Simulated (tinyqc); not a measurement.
Six-band hole subbands of a thin body in a field: one step. The matrix for one sine at q = 0. Three cases, with inputs chosen for the exercise.

Task: Nz = 1, in meV.

Basis X, Y, Z times spin, hole energies counted downwards from the unstrained edge (the hydrostatic shift is left out), c = hbar^2/2m0. For a symmetric tensor T let C(T) have C_XX = L Txx + M (Tyy + Tzz), C_XY = N Txy (cyclic), L = c (g1 + 4 g2), M = c (g1 - 2 g2), N = 6 c g3. k = q + kz n, n the unit normal, q = k1 u + k2 v with u along the channel [1-10] and v = n x u. H = C(k k^T) + (Dso/3)(1 - L.sigma) - B + e F z with (L_k)_ij = -i epsilon_kij; B is the block C built from the traceless strain with 2b, -b and sqrt(3) d in place of L, M, N. Strain: exx = eyy = (s11 + s12) sx/2, ezz = s12 sx, exy = -s44 sx/4. Hard walls at z = 0 and t; basis sin(j pi z/t), j = 1 to Nz: kz^2 = (j pi/t)^2, kz = -i D with D_jl = 4 j l/(t (j^2 - l^2)), z_jj = t/2 and z_jl = -8 t j l/(pi (j^2 - l^2))^2 for j + l odd; 1 MV/cm = 0.01 eV/angstrom.

Constants: hbar^2/2m0 = 3.80998211 eV angstrom^2.

Case 1.

Values chosen (near those of a p-type Si channel; the results hold for these values, not for the real material): g1 = 4.27 (Luttinger gamma1); g2 = 0.34 (gamma2); g3 = 1.45 (gamma3); Dso = 0.045 eV (spin-orbit splitting); b = -2.09 eV (tetragonal potential); d = -4.85 eV (trigonal potential); S = (7.77, -2.1, 12.85) 1/TPa (compliances s11, s12, s44); face = 001 (surface); t = 70 angstrom (body thickness); F = 0 MV/cm (field across the body); sx = -1 GPa (stress along the channel [1-10], negative in compression).

Case 2.

Values chosen (near those of a p-type Si channel; the results hold for these values, not for the real material): g1 = 4.27 (Luttinger gamma1); g2 = 0.34 (gamma2); g3 = 1.44 (gamma3); Dso = 0.044 eV (spin-orbit splitting); b = -2.07 eV (tetragonal potential); d = -4.79 eV (trigonal potential); S = (7.66, -2.13, 12.53) 1/TPa (compliances s11, s12, s44); face = 001 (surface); t = 95 angstrom (body thickness); F = 0 MV/cm (field across the body); sx = 0 GPa (stress along the channel [1-10], negative in compression).

Case 3.

Values chosen (near those of a p-type Si channel; the results hold for these values, not for the real material): g1 = 4.28 (Luttinger gamma1); g2 = 0.34 (gamma2); g3 = 1.44 (gamma3); Dso = 0.044 eV (spin-orbit splitting); b = -2.11 eV (tetragonal potential); d = -4.73 eV (trigonal potential); S = (7.72, -2.15, 12.45) 1/TPa (compliances s11, s12, s44); face = 110 (surface); t = 30 angstrom (body thickness); F = 0 MV/cm (field across the body); sx = -1 GPa (stress along the channel [1-10], negative in compression).

Give: H.

Result:

Case 1.

H (meV), rows X+, Y+, Z+, X-, Y-, Z- and columns alike:
$$\begin{pmatrix}
32.24 & 26.99+15.00i & 0 & 0 & 0 & -15.00 \\
26.99-15.00i & 32.24 & 0 & 0 & 0 & 15.00i \\
0 & 0 & 78.83 & 15.00 & -15.00i & 0 \\
0 & 0 & 15.00 & 32.24 & 26.99-15.00i & 0 \\
0 & 0 & 15.00i & 26.99+15.00i & 32.24 & 0 \\
-15.00 & -15.00i & 0 & 0 & 0 & 78.83
\end{pmatrix}$$

Case 2.

H (meV), rows X+, Y+, Z+, X-, Y-, Z- and columns alike:
$$\begin{pmatrix}
29.62 & 14.67i & 0 & 0 & 0 & -14.67 \\
-14.67i & 29.62 & 0 & 0 & 0 & 14.67i \\
0 & 0 & 38.12 & 14.67 & -14.67i & 0 \\
0 & 0 & 14.67 & 29.62 & -14.67i & 0 \\
0 & 0 & 14.67i & 14.67i & 29.62 & 0 \\
-14.67 & -14.67i & 0 & 0 & 0 & 38.12
\end{pmatrix}$$

Case 3.

H (meV), rows X+, Y+, Z+, X-, Y-, Z- and columns alike:
$$\begin{pmatrix}
197.28 & 205.99+14.67i & 0 & 0 & 0 & -14.67 \\
205.99-14.67i & 197.28 & 0 & 0 & 0 & 14.67i \\
0 & 0 & 185.90 & 14.67 & -14.67i & 0 \\
0 & 0 & 14.67 & 197.28 & 205.99-14.67i & 0 \\
0 & 0 & 14.67i & 205.99+14.67i & 197.28 & 0 \\
-14.67 & -14.67i & 0 & 0 & 0 & 185.90
\end{pmatrix}$$

Computed by tinyqc, one run a case: `OMP_NUM_THREADS=1 python tinyqc.py N N+1 out.jsonl` with N = 1252016, 1252219, 1280008; one thread of a shared Intel(R) Xeon(R) Processor @ 2.30GHz, about 0.4 s a run at most.
